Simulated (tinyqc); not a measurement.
# Changing the junction depth x_j

Model: lateral field, substrate current, probability of reaching the oxide barrier and hot-carrier lifetime of a silicon transistor (pseudo-two-dimensional and lucky-electron models). Computed by tinyqc, a small Python program. Command: `OMP_NUM_THREADS=1 python tinyqc.py 3023195 3023196 out.jsonl hotcar sweep`. One thread of a shared host (Intel(R) Xeon(R) Processor @ 2.30GHz), about 0.01 s of CPU time with the checks.

Local-field models: a lucky carrier gains its energy at the peak field over a path free of collisions. Voltages are magnitudes.

Inputs (values chosen for the exercise, modelled on a silicon n-channel): channel length L = 220 nm; oxide thickness t = 4.6 nm; mobility mu = 380 cm^2/(V s); saturation velocity v_s = 0.84 1e7 cm/s; threshold voltage V_T = 0.71 V; gate voltage V_G = 1.1 V; drain voltage V_D = 1.6 V; ionisation prefactor A_i = 1.9e+06 1/cm; ionisation field B_i = 1.77 MV/cm; hot-carrier mean free path lambda = 8.4 nm; oxide barrier phi_b = 3.1 eV; interface-trap threshold phi_it = 3.6 eV; lifetime constant H = 20 s microampere/micrometre.

Drain: abrupt.

Constants: eps_0 = 8.8541878128e-12 F/m.

Method:
- C_ox = 3.9 eps_0/t; F_sat = 2 v_s/mu; V_Dsat = V_ov F_sat L/(V_ov + F_sat L), V_ov = V_G - V_T; I_D/W = C_ox v_s (V_ov - V_Dsat).
- Scale length l = 0.22 t^(1/3) x_j^(1/2) (all in cm); F_m = sqrt(((V_D - V_Dsat)/l_e)^2 + F_sat^2), with l_e = l; length of the velocity-saturated region l_e ln((V_D - V_Dsat)/(l_e F_sat) + F_m/F_sat).
- Substrate current I_sub/I_D = (A_i/B_i)(V_D - V_Dsat) exp(-B_i/F_m); probability of reaching the oxide barrier exp(-phi_b/(e lambda F_m)); lifetime tau = (H/(I_D/W)) exp(phi_it/(e lambda F_m)).

One run for each value; columns: (1) junction depth x_j (nm); (2) peak field F_m (kV/cm); (3) substrate current I_sub/W (microampere/micrometre); (4) lifetime tau (s); (5) scale length l (nm):
```
(1)     (2)     (3)         (4)     (5)
11   743.31  9.2303  9.0688e+01  17.812
22   526.53  3.4629  9.7386e+02  25.190
32   437.28  1.7436  5.1291e+03  30.380
46   365.53  0.7877  3.5118e+04  36.424
65   308.43  0.3214  3.0780e+05  43.298
93   258.99  0.1075  4.3675e+06  51.790
130  220.32  0.0324  7.9722e+07  61.232
```

Give the missing row, junction depth x_j (nm) = 16.

Computed row; columns: (1) junction depth x_j (nm); (2) peak field F_m (kV/cm); (3) substrate current I_sub/W (microampere/micrometre); (4) lifetime tau (s); (5) scale length l (nm):
```
(1)     (2)     (3)         (4)     (5)
16   616.82  5.6642  2.9585e+02  21.482
```

Interpolating between the two neighbouring rows (the first column on a logarithmic scale, the others too where they are positive) misses most in lifetime tau (s), by 11 %. Over the rows, peak field F_m (kV/cm) falls from 743 to 220 (exponent d ln y / d ln x about -0.49 throughout); substrate current I_sub/W (microampere/micrometre) falls from 9.23 to 0.0324 (exponent d ln y / d ln x -1.3 between the first rows and -3.6 between the last); lifetime tau (s) rises from 90.7 to 7.97e7 (exponent d ln y / d ln x 3.2 between the first rows and 8.7 between the last). The exponent of peak field F_m stays between -0.50 and -0.48, near -0.50: l grows as x_j^(1/2).

Caution (all rows): the empirical formula for l was fitted to oxides of about 15 nm or more; for thinner ones it is an extrapolation. Caution (all rows): e V_D is below phi_b or phi_it, so the available energy, not the field, limits hot carriers, and the lucky-electron formulas overstate them. Caution (rows 11.0): multiplication above 10 % feeds back on the field and the source barrier (snapback), which the model leaves out. Caution (rows 130): the saturated region fills most of the channel, so the split into two regions is rough.

Extremes, crossings and ranges named in words are read from the listed rows.
